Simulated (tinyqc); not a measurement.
Implant damage, amorphisation by cascade overlap, and solid-phase epitaxial regrowth. Changing the ramp rate. Computed by tinyqc, a small Python program. Command: `OMP_NUM_THREADS=1 python tinyqc.py 3110406 3110407 out.jsonl sper sweep`. One thread of a shared host (Intel(R) Xeon(R) Processor @ 2.30GHz), about 0.02 s of CPU time with the checks.

Range and width of the damage are inputs. Dynamic annealing enters only through the surviving share f.

Inputs (values chosen for the exercise, modelled on indium ions in silicon):
```
quantity                           value    unit
atomic density N                    49.9  1/nm^3
ion Z1                                49       -
ion mass M1                        114.8       u
target Z2                             14       -
target mass M2                     28.09       u
ion energy E                          23     keV
displacement energy E_d               16      eV
depth of the damage peak R_d         9.1      nm
width of the damage profile s_d      5.4      nm
share of defects that survive f     0.33       -
critical displaced share x_c        0.14       -
dose Q                           3.7e+15  1/cm^2
regrowth prefactor v0            5.8e+15    nm/s
regrowth energy E_a                 2.71      eV
anneal temperature                   567       C
rate relative to (100)              0.33       -
peak enhancement by the dopant       4.6       -
```

Constants: a_0 = 0.529177210903 angstrom; e^2/(4 pi eps_0) = 14.39964548 eV angstrom; k_B = 8.617333262e-05 eV/K.

Method:
- Robinson partition: eps = E a M2/(Z1 Z2 (e^2/(4 pi eps_0)) (M1 + M2)), a = 0.8853 a_0/sqrt(Z1^(2/3) + Z2^(2/3)); k = 0.0793 Z1^(2/3) Z2^(1/2) (M1 + M2)^(3/2)/((Z1^(2/3) + Z2^(2/3))^(3/4) M1^(3/2) M2^(1/2)); damage energy T_d = E/(1 + k (eps + 0.40244 eps^(3/4) + 3.4008 eps^(1/6))); displacements nu = 0.8 T_d/(2 E_d).
- Displaced share x(z) = f nu Q exp(-(z - R_d)^2/(2 s_d^2))/(sqrt(2 pi) s_d N); the layer is amorphous where x > x_c, between R_d -/+ s_d sqrt(2 ln(x_max/x_c)), the upper edge being cut at the surface. Threshold dose Q_c = Q x_c/x_max.
- v = v0 x orientation factor x exp(-E_a/(k_B T)) x [1 + (enhancement - 1) exp(-(z - R_d)^2/(2 s_d^2))], T = anneal temperature + 273.15 K; the dopant is taken to follow the damage profile; the lower front moves from the lower edge z2 to the surface, or to the middle (z1 + z2)/2 of a buried layer with upper edge z1; time = int dz/v; the equivalent undoped distance is that time times the undoped velocity.
- On a linear ramp from 200 C regrowth ends at the T_f where int v_undoped dT/(ramp rate) equals the equivalent undoped distance.

One run for each value:
```
ramp rate (K/s)  temperature at which regrowth ends (C)
0.1                                              551.14
0.4                                              580.63
2                                                617.55
7                                                648.52
30                                               687.22
100                                              721.72
600                                              777.75
2000                                             818.96
10000                                            879.21
```

Over the rows, temperature at which regrowth ends (C) rises from 551 to 879 (exponent d ln y / d ln x 0.038 between the first rows and 0.044 between the last). Each decade of ramp rate adds between 49 and 86 K.

Extremes, crossings and ranges named in words are read from the listed rows.
